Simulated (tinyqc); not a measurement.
Comparisons within one model: thin-film optics by transfer matrices. A value that a table varies takes the place of the one given here.

Indices N = n + i k. Snell: N0 sin(theta) = N_j sin(theta_j), with Im(N_j cos theta_j) >= 0. Admittance y_j = N_j cos theta_j for s and N_j/cos theta_j for p. Phase delta_j = 2 pi N_j cos theta_j d_j/lambda. Layer matrix [[cos delta, -i sin delta/y], [-i y sin delta, cos delta]], multiplied from the top down to M. (B, C) = M (1, y_sub); r = (y0 B - C)/(y0 B + C), R = |r|^2, T = 4 Re y0 Re y_sub/|y0 B + C|^2, absorbed in the films 1 - R - T.

Ellipsometry: rho = tan(Psi) exp(i Delta) = -conj(r_p/r_s) with the r of the admittance formula, Delta in 0 to 360 degrees, so that a bare dielectric at small angles gives Delta = 180.

Values chosen for the exercise (indices near those of Si3N4, SiO2 on Si; not measured data): lam = 633 nm (vacuum wavelength); n0 = 1 (ambient index); n = (2.055, 1.479, 3.832) (n of Si3N4, SiO2, substrate); k = (0, 0, 0.019) (k in the same order); d = (185, 2.5) nm (thicknesses, top first); theta = 45 degrees (angle of incidence); pol = s (polarisation).

## Swing curve: thickness of the top film

The first entry of d takes the values listed.

Stack:
```
d_1 (nm)       R       T  absorbed
185.0     0.4156  0.5844    0.0000
212.3     0.2239  0.7761    0.0000
239.7     0.0302  0.9698    0.0000
267.0     0.1649  0.8351    0.0000
294.4     0.3833  0.6167    0.0000
321.7     0.4674  0.5326    0.0000
349.0     0.4157  0.5843    0.0000
376.4     0.2233  0.7767    0.0000
403.7     0.0303  0.9697    0.0000
431.0     0.1646  0.8354    0.0000
458.4     0.3831  0.6169    0.0000
485.7     0.4674  0.5326    0.0000
513.1     0.4154  0.5846    0.0000
```

R swings between 0.0302 and 0.4674 on these points. The period is lambda/(2 Re(N_1 cos theta_1)) = 164.0 nm, six rows. The film does not absorb, so the swing repeats exactly. The swing ratio (max - min)/mean is 1.50.

## Angle of incidence

Both polarisations.

Stack:
```
theta (degrees)     R_s     R_p    Psi   Delta
0                0.2365  0.2365  45.00  180.00
15               0.2559  0.2353  43.80  178.44
30               0.3153  0.2244  40.15  174.18
45               0.4156  0.1852  33.72  167.95
55               0.5053  0.1338  27.23  162.19
60               0.5573  0.1003  22.99  157.87
65               0.6145  0.0640  17.89  150.64
70               0.6774  0.0307  12.03  134.20
75               0.7466  0.0154   8.18   83.67
80               0.8229  0.0568  14.72   28.63
85               0.9071  0.2645  28.37    9.70
```

R_s and R_p agree at normal incidence (0.2365). R_p is lowest at 75 degrees of those listed (0.0154), where R_s = 0.7466; the top face alone would stop reflecting p light at arctan(n/n0) = 64.1 degrees, while the layers and the substrate below set where the minimum falls. R_s rises steadily with the angle.

## Sensitivity of the reflectance

R for both polarisations. Each row changes one parameter from the base and keeps the others.

Results:
```
case                          R_s     R_p     T_s
base                       0.4156  0.1852  0.5844
d = (190, 2.5) nm          0.3908  0.1701  0.6092
n = (2.096, 1.479, 3.832)  0.3954  0.1721  0.6046
k = (0, 0, 0.031)          0.4151  0.1849  0.5849
lam = 638 nm               0.4219  0.1891  0.5781
theta = 50 degrees         0.4581  0.1623  0.5419
```

The largest shifts from the base row, up to three for each result and ties (the steps differ in size, so this ranks the rows, not the parameters). R_s: theta +0.0425, d -0.0247, n -0.0202. R_p: theta -0.0229, d -0.0150, n -0.0131. T_s: theta -0.0425, d +0.0247, n +0.0202.

(tinyqc, `OMP_NUM_THREADS=1 python tinyqc.py 1650975 1650976 out.jsonl`, Intel(R) Xeon(R) Processor @ 2.30GHz, 1 thread, shared host, about 0.01 s.)
